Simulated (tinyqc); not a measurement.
Inside a calculation. Method: G0W0 on RHF in the 6-31g basis, for He, spin multiplicity 1. One step of it, computed by the program tinyqc.

Problem. Screening: direct RPA. With D = e_a - e_i and K = (ia|jb): diagonalise D^(1/2) (D + 4K) D^(1/2) = Z w^2 Z^T; X + Y = D^(1/2) Z w^(-1/2), each column of Z with its largest component positive (the first on a tie); E_c = (sum w - tr (D + 2K)) / 2.

orbital energies (hartree): MO1 -0.914127, MO2 1.399859

Two-electron integrals over orbitals (pq|rs), unique and non-zero (hartree):
```
(11|11) 1.026907    (21|11) -0.316490   (21|21) 0.227670    (22|11) 0.858133
(22|21) -0.255554   (22|22) 0.766363
```

Give: D^(1/2) (D + 4K) D^(1/2); excitation energies w; X + Y; RPA correlation energy.

Solution.

D^(1/2) (D + 4K) D^(1/2) (hartree^2), order 1>2:
$$\begin{pmatrix}
7.4618
\end{pmatrix}$$

excitation energies w (hartree): [2.7316]

X + Y, order 1>2:
$$\begin{pmatrix}
0.9204
\end{pmatrix}$$

RPA correlation energy = -0.018845 hartree
